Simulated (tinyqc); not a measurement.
Scan in temperature at fixed frequency: admittance spectroscopy and thermally stimulated current of one trap level in a depletion layer. Computed by tinyqc, a small Python program. Command: `OMP_NUM_THREADS=1 python tinyqc.py 3113858 3113859 out.jsonl admit walk`. One thread of a shared host (Intel(R) Xeon(R) Processor @ 2.30GHz), about 0.01 s of CPU time with the checks.

A Schottky junction on n-type material holds one donor-like electron trap; shallow donors are fully ionised and abrupt depletion edges are assumed.

Inputs (values chosen for the exercise, modelled on n-type silicon):

| quantity | value | unit |
|---|---|---|
| dielectric constant eps | 11.6 | - |
| density-of-states mass m | 1.12 | m_0 |
| shallow doping N | 2.6e+15 | 1/cm^3 |
| trap density N_t | 2.1e+14 | 1/cm^3 |
| trap depth E_t below the band | 0.512 | eV |
| capture cross section sigma | 3e-14 | cm^2 |
| band bending V_b | 1 | V |
| test frequency f | 10000 | Hz |

Constants: k_B = 1.380649e-23 J/K; m_0 = 9.1093837015e-31 kg; h = 6.62607015e-34 J s; k_B = 8.617333262e-05 eV/K; eps_0 = 8.8541878128e-12 F/m; e = 1.602176634e-19 C.

Method:
- N_c = 2 (2 pi m k_B T/h^2)^(3/2), v_th = sqrt(3 k_B T/m), emission rate e_n = sigma v_th N_c exp(-E_t/(k_B T)).
- Where the level crosses the Fermi level capture equals emission, so the trap follows the signal with the rate 2 e_n; G/omega peaks at omega = 2 e_n (the correction for large N_t/N is left out).
- Solve 2 e_n(T_p) = 2 pi f.
- With E_c - E_F = k_B T_p ln(N_c/N): lambda = sqrt(2 eps eps_0 (E_t - (E_c - E_F))/(e^2 N)); traps are empty and charged for x < x_t = w - lambda, and V_b = e (N w^2 + N_t x_t^2)/(2 eps eps_0). High frequency: C_hf = eps eps_0/w. Low frequency: C_lf = eps eps_0 (N + N_t)/(N w + N_t x_t).
- With x = omega/(2 e_n): C = C_hf + (C_lf - C_hf)/(1 + x^2), G/omega = (C_lf - C_hf) x/(1 + x^2); C_hf and C_lf are held at their values at T_p.

peak temperature T_p = 303.363 K

C_hf = 14.7606 nF/cm^2

C_lf = 15.3595 nF/cm^2

Admittance:

| T (K) | omega/(2 e_n) | C (nF/cm^2) | G/omega (nF/cm^2) |
|---|---|---|---|
| 267.0 | 18.592 | 14.762 | 0.03212 |
| 279.1 | 6.484 | 14.775 | 0.09022 |
| 288.2 | 3.105 | 14.817 | 0.17475 |
| 297.3 | 1.552 | 14.936 | 0.27264 |
| 303.4 | 0.997 | 15.061 | 0.29944 |
| 309.4 | 0.656 | 15.179 | 0.27467 |
| 318.5 | 0.358 | 15.292 | 0.18990 |
| 330.7 | 0.167 | 15.343 | 0.09713 |
| 345.8 | 0.070 | 15.357 | 0.04146 |

What does the comparison show, and why?

The peak of G/omega is half the step, 0.299 nF/cm^2. Its full width is near 2 ln(2 + sqrt3) k_B T_p^2/(E_t + 2 k_B T_p) = 37.0 K.

Extremes, crossings and ranges named in words are read from the listed rows.
